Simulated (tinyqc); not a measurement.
Short-period [001] superlattice in sp3s* tight binding: sweeps and comparisons. A value that a table varies takes the place of the one given here.

Planes alternate anion, cation along [001], a/4 apart; at zero in-plane momentum s, pz, s* form one block. All levels of A are shifted so that its Ev (lower root of [[Epa, Vxx], [Vxx, Epc]]) is 0, and those of B so that its Ev is -dEv. A monolayer is an anion plane and the cation plane above it; an anion between unlike cations takes the mean of the two anion levels; each bond takes the couplings of its cation. Block from an anion to the cation above: U with Vss/2 (s,s), Vsapc/2 (s,z), -Vscpa/2 (z,s), Vxx/2 (z,z), Vxapc/2 (s*,z), -Vpaxc/2 (z,s*); to the cation below: the same with the s-z and s*-z signs reversed. The cell of n + m monolayers is closed with the phase exp(2 pi i q). No spin-orbit coupling. In this block 2 (n + m) levels are filled.

For the two lowest empty levels at q = 0: energy, share of the cation weight on A, and Gamma character, the share of the cation amplitudes with Fourier index |j|/(n + m) < 1/4 along the stack (near 1: Gamma-like, near 0: folded from X).

Inputs chosen for the exercise (A near a published set for GaAs, B for AlAs; shifted at random, so the results belong to these values and not to a real crystal): pA = (-8.356, 1.042, -2.662, 3.672, 8.569, 6.737, -6.433, 1.953, 5.08, 4.471, 5.787, 4.843, 4.82) eV (order Esa, Epa, Esc, Epc, Exa, Exc, Vss, Vxx, Vxy, Vsapc, Vscpa, Vxapc, Vpaxc); pB = (-7.523, 0.98, -1.166, 3.597, 7.464, 6.743, -6.659, 1.878, 4.295, 5.106, 5.512, 4.521, 5.003) eV (the same for B); dEv = 0.55 eV (valence offset: Ev(B) lies this far below Ev(A)); a = 5.657 angstrom (lattice constant, taken common; strain is left out); nw = 17 (monolayers of A); n2 = 4 (monolayers of A); m2 = 6 (monolayers of B).

## Equal layers of growing thickness

n = m.

Lowest empty levels:
```
n = m  layer (angstrom)  E1 (eV)  on A  Gamma  E2 (eV)  on A  Gamma
2                   5.7   1.8583  0.42   0.05   1.9220  0.68   0.88
3                   8.5   1.8235  0.17   0.00   1.8872  0.75   0.95
4                  11.3   1.7825  0.14   0.05   1.8607  0.75   0.95
6                  17.0   1.7470  0.10   0.08   1.7869  0.83   0.94
8                  22.6   1.7223  0.87   0.92   1.7395  0.10   0.11
10                 28.3   1.6796  0.95   0.99   1.7343  0.00   0.00
12                 33.9   1.6480  0.97   1.00   1.7317  0.01   0.00
14                 39.6   1.6249  0.98   1.00   1.7276  0.00   0.00
18                 50.9   1.5942  0.99   1.00   1.7251  0.00   0.00
```

At zero in-plane momentum (the in-plane X valleys are left out) the lowest level is X-like for n = 2, 3, 4 and 6 and Gamma-like for the others (a Gamma weight between about 0.35 and 0.65 marks an even mixture, at the crossover). Thin layers push the light Gamma electron up past the heavy X electron, whose share on A runs from 0.10 to 0.42, so for n = 3, 4 and 6 it lies apart from the holes in A (type II); the crossover lies between n = 6 and 8. The crossover moves with dEv and with the electron mass, which this model makes too heavy, so it comes at thinner layers than in the real system. At n = 18 the lowest level lies 0.071 eV above the lowest bulk edge of the two crystals, with 99 % of its cation weight on A.

## Miniband width against barrier thickness

nw monolayers of A and m of B; lowest empty level at q = 0 and q = 1/2. The decay constant is ln(width(4)/width(6)) over two monolayers, each a/2 thick.

Lowest miniband:
```
m  E(q = 0) (eV)  E(q = 1/2) (eV)  width (meV)  Gamma character
1         1.5570           1.6319       74.875             0.99
2         1.5765           1.6205       43.985             1.00
3         1.5867           1.6128       26.060             1.00
4         1.5924           1.6080       15.589             1.00
5         1.5958           1.6050        9.162             1.00
6         1.5977           1.6032        5.493             1.00
8         1.5995           1.6014        1.927             1.00
```

decay constant = 0.1844 1/angstrom

The width falls from 74.9 to 1.93 meV, as exp(-kappa d) with kappa = 0.184 1/angstrom, which stands for the decay constant of the barrier at this energy: each monolayer costs a factor 1.68. The level at q = 0 rises by 42 meV towards that of a single well.

## What each change does

A cell with n = n2 and m = m2. Each row changes one parameter from the base and keeps the others.

Results:
```
case           E1 (eV)  A share 1  Gamma 1  E2 (eV)  A share 2  Gamma 2
base            1.7490       0.03     0.01   1.8072       0.09     0.00
n2 = 6          1.7470       0.10     0.08   1.7869       0.83     0.94
m2 = 8          1.7376       0.01     0.00   1.7620       0.04     0.00
dEv = 0.65 eV   1.6513       0.02     0.00   1.7164       0.06     0.00
```

The largest shifts from the base row, up to three for each result and ties (the steps differ in size, so this ranks the rows, not the parameters). E1 (eV): dEv -0.0977, m2 -0.0114, n2 -0.0019. A share 1: n2 +0.07, m2 -0.02, dEv -0.01. Gamma 1: n2 +0.07, m2 -0.01, dEv -0.01. E2 (eV): dEv -0.0908, m2 -0.0451, n2 -0.0203. A share 2: n2 +0.74, m2 -0.05, dEv -0.02. Gamma 2: n2 +0.94; unchanged at the printed digits by m2 and dEv.

Program tinyqc; command `OMP_NUM_THREADS=1 python tinyqc.py 1481560 1481561 out.jsonl`; about 0.5 s on one thread of a shared Intel(R) Xeon(R) Processor @ 2.30GHz.
